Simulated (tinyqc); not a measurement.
# Regular and subregular solution with a miscibility gap, step by step

A worked calculation. Computed by tinyqc, a small Python program that keeps every step. Command: `OMP_NUM_THREADS=1 python tinyqc.py 3014877 3014878 out.jsonl regsol walk`. One thread of a shared host (Intel(R) Xeon(R) Processor @ 2.30GHz), about 0.01 s of CPU time with the checks. Intermediate numbers are printed to about 7 digits and carried at full precision; extremes and crossings named in words are read from the listed rows.

Per mole of mixing sites: G(x) = x (1 - x) [L0 + L1 (1 - 2x)] + R T [x ln x + (1 - x) ln(1 - x)], x the fraction of B.

Inputs (values chosen for the exercise, for a model alloy):
```
quantity                      value      unit
interaction L0                 55.9    kJ/mol
size misfit eta = d ln a/dx  0.0077         -
asymmetry L1                      0    kJ/mol
temperature T                  2380         K
overall fraction x0            0.22         -
coherency modulus Y             176       GPa
molar volume V_m               21.8  cm^3/mol
start value s0                 0.05         -
```

Source of L0: given.

Constants: R = 8.314462618 J/(mol K).

## Interaction parameter

L0 and eta are given.

L0 = 55.9 kJ/mol

eta = 0.0077

## G, chemical potentials and activities

G' = L0 (1 - 2x) + L1 (1 - 6x + 6x^2) + R T ln[x/(1 - x)]; G'' = -2 L0 - 6 L1 (1 - 2x) + R T/[x (1 - x)]. mu_A = G - x G', mu_B = G + (1 - x) G', activity = exp(mu/(R T)).

G, G'' and activities at x = 0.02, 0.1, 0.2, 0.35, 0.5, 0.65, 0.8, 0.9, 0.98:
```
x     G (kJ/mol)  G'' (kJ/mol)  activity of A  activity of B
0.02   -0.844399      897.8133       0.981108       0.301494
0.10   -1.401879      108.0713       0.925786       0.985675
0.20   -0.958174       11.8776       0.895701       1.219557
0.35   -0.094697      -24.8179       0.918756       1.154528
0.50    0.258712      -32.6463       1.013160       1.013160
0.65   -0.094697      -24.8179       1.154528       0.918756
0.80   -0.958174       11.8776       1.219557       0.895701
0.90   -1.401879      108.0713       0.985675       0.925786
0.98   -0.844399      897.8133       0.301494       0.981108
```

G'' is negative at 3 of the nine compositions (0.35, 0.5, 0.65), where the solution is unstable.

## Critical point

The spinodal is G'' = 0, R T_s(x) = x (1 - x) [2 L0 + 6 L1 (1 - 2x)]; the critical point is its maximum.

critical composition x_c = 0.5

critical temperature T_c = 3361.612 K

With L1 = 0 this is x_c = 1/2 and T_c = L0/(2 R). Caution: a real alloy may melt or decompose below this critical temperature.

## Spinodal at T

Solve G'' = 0 on each side of x_c.

spinodal x_s1 = 0.2298119

spinodal x_s2 = 0.7701881

## First Newton step for the common tangent

Common tangent: F1 = G'(x1) - G'(x2) = 0 and F2 = [G - x G'](x1) - [G - x G'](x2) = 0. Newton step: J = [[G''(x1), -G''(x2)], [-x1 G''(x1), x2 G''(x2)]], J dx = -F; a step that would leave 0 < x < 1 is halved until it stays inside. The start is x1 = s0, x2 = 1 - s0.

F (kJ/mol): F1 -15.91160, F2 7.95580

J (kJ/mol):
```
          1          2
1  304.7983  -304.7983
2  -15.2399   289.5584
```

new (x1, x2): 0.0761018  0.9238982

## Binodal by Newton steps

Stop when the step is below 1e-12, or when x1 and x2 meet within 1e-5; residuals under 1e-7 are shown as 0.

Iteration:
```
step          x1         x2    F1 (kJ/mol)   F2 (kJ/mol)
1     0.05000000  0.9500000  -1.591160e+01  7.955798e+00
2     0.07610184  0.9238982  -4.021121e+00  2.010560e+00
3     0.08795349  0.9120465  -4.319963e-01  2.159982e-01
4     0.08955485  0.9104451  -6.420074e-03  3.210037e-03
5     0.08957938  0.9104206  -1.469186e-06  7.345931e-07
6     0.08957938  0.9104206              0             0
```

solubility limit x1 = 0.08957938

solubility limit x2 = 0.9104206

Converged: the gap runs from 0.08958 to 0.9104, outside the spinodal as it must.

## Lever rule at x0

Inside the gap the B-rich phase has the fraction f = (x0 - x1)/(x2 - x1), and the gain is (1 - f) G(x1) + f G(x2) - G(x0); outside it one phase remains.

fraction f of the B-rich phase = 0.1588865

free energy of decomposition = -574.3108 J/mol

x0 lies between binodal and spinodal: the alloy is metastable and needs nucleation.

## Coherent spinodal

If the lattice stays coherent, G'' gains 2 eta^2 Y V_m (eta = d ln a/dx, Y the biaxial modulus, E/(1 - nu) if isotropic), which is L0 replaced by L0 - eta^2 Y V_m (1 GPa cm^3/mol = 1 kJ/mol); the program reports 0 if the result is not positive.

eta^2 Y V_m = 0.2274839 kJ/mol

top of the coherent spinodal = 3347.932 K

Coherency strain lowers the top by 14 K.

## The phase diagram

For this table each start is x_s1/6 and 1 - (1 - x_s2)/6. The dilute estimate of x1 is exp(-(L0 + L1)/(R T)).

Binodal and spinodal:
```
T (K)   binodal x1  spinodal x_s1  spinodal x_s2  binodal x2  dilute estimate of x1
1345   0.007198069      0.1127358      0.8872642   0.9928019            0.006746847
1681    0.02125901      0.1464670      0.8535330   0.9787410             0.01832409
2017    0.04633690      0.1837761      0.8162239   0.9536631             0.03567592
2353    0.08566425      0.2261213      0.7738787   0.9143358             0.05742365
2689     0.1447319      0.2763450      0.7236550   0.8552681             0.08206288
3025     0.2371243      0.3417801      0.6582199   0.7628757              0.1083321
3227     0.3294948      0.3999450      0.6000550   0.6705052              0.1245026
```

The dilute estimate is 0.94 of x1 at the lowest T and 0.38 at the highest: it drops the pull of the other solutes and the impurity of the second phase. Near the top the binodal is 1.70 times as wide as the spinodal; the mean-field limit at T_c is sqrt(3) = 1.73.

Checks made by the program: binodal against the lower hull of G on 40001 points (relative difference 4e-06).
